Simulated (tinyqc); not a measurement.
Worked calculation: special k points of the bcc lattice. Values are carried at full precision from step to step, so a last printed digit may differ when a step is redone from the rounded ones.

Lattice vectors in units of a: a1 = (-1/2, 1/2, 1/2), a2 = (1/2, -1/2, 1/2), a3 = (1/2, 1/2, -1/2); reciprocal vectors b_i with a_i . b_j = 2 pi delta_ij. Mesh: k = sum_i f_i b_i with f_i = (2 j_i + shift)/(2 N), j_i = 0 .. N-1. The point group of the lattice has 48 operations; only those that map the mesh onto itself are used.

Values chosen for the exercise:
- N = 4 (points along each reciprocal vector)
- shift = 1 (half steps)
- D = 1.09 eV (half gap term)
- t = 0.7 eV (coupling)
- e0 = 3.14 eV (offset)

## Irreducible points and weights

Join points that an operation carries into one another (modulo reciprocal vectors); list each class by its first point in the order of (j1, j2, ...).

Irreducible points:
```
f1,f2,f3,weight
0.1250,0.1250,0.1250,8
0.1250,0.1250,0.3750,12
0.1250,0.1250,0.8750,6
0.1250,0.3750,0.6250,24
0.1250,0.6250,0.6250,8
0.3750,0.3750,0.6250,6
```

operations that keep the mesh = 48
irreducible points = 6

The weights add up to 64 = N^3; symmetry saves a factor 10.7.

## Which stars the mesh integrates

A_m(k) = sum over the m-th star of lattice vectors R of cos(k . R), stars in order of length: m = 1: |R|^2 = 0.75, 8 vectors, such as (1, 1, 1) in the basis a_i; m = 2: |R|^2 = 1, 6 vectors, such as (1, 1, 0) in the basis a_i; m = 3: |R|^2 = 2, 12 vectors, such as (2, 1, 1) in the basis a_i; m = 4: |R|^2 = 2.75, 24 vectors, such as (2, 2, 1) in the basis a_i; m = 5: |R|^2 = 3, 8 vectors, such as (2, 2, 2) in the basis a_i; m = 6: |R|^2 = 4, 6 vectors, such as (2, 2, 0) in the basis a_i. The zone mean of every A_m is zero.

Lattice vectors in units of a: a1 = (-1/2, 1/2, 1/2), a2 = (1/2, -1/2, 1/2), a3 = (1/2, 1/2, -1/2); f are fractions of the reciprocal vectors. Evaluate the first six A_m at each irreducible point (k . R = 2 pi sum f_i n_i) and form the weighted means.

A_m at the points:
```
,m=1,m=2,m=3,m=4,m=5,m=6
1,2.828,0.000,0.000,-8.485,0.000,-6.000
2,0.000,-4.000,4.000,0.000,0.000,2.000
3,5.657,4.000,4.000,5.657,0.000,2.000
4,0.000,0.000,-4.000,0.000,0.000,2.000
5,-2.828,0.000,0.000,8.485,0.000,-6.000
6,-5.657,4.000,4.000,-5.657,0.000,2.000
```

weighted means: m=1 0.000, m=2 0.000, m=3 0.000, m=4 0.000, m=5 0.000, m=6 0.000

All six means vanish: the mesh is exact for functions whose Fourier series ends within these stars.

## A zone average from the irreducible points

Test function, the lower band of a two-band insulator: E(k) = -sqrt(D^2 + (e0 - t A_1(k))^2).

Lattice vectors in units of a: a1 = (-1/2, 1/2, 1/2), a2 = (1/2, -1/2, 1/2), a3 = (1/2, 1/2, -1/2). Evaluate E at each point and take the weighted mean; the reference uses the unshifted mesh with N = 24.

E at the points (eV): -1.5918  -3.3238  -1.3639  -3.3238  -5.2346  -7.1830

weighted mean = -3.5242 eV
reference mean = -3.5156 eV

The error is -8.66 meV with 6 points.

## Checks

- Weighted mean over irreducible points against the plain mean over the whole mesh (eV): both -3.524220.
- Reference mean against a mesh of N = 30 (eV): both -3.5156.

tinyqc: `OMP_NUM_THREADS=1 python tinyqc.py 1681217 1681218 out.jsonl`; about 0.2 s, one thread, shared Intel(R) Xeon(R) Processor @ 2.30GHz.
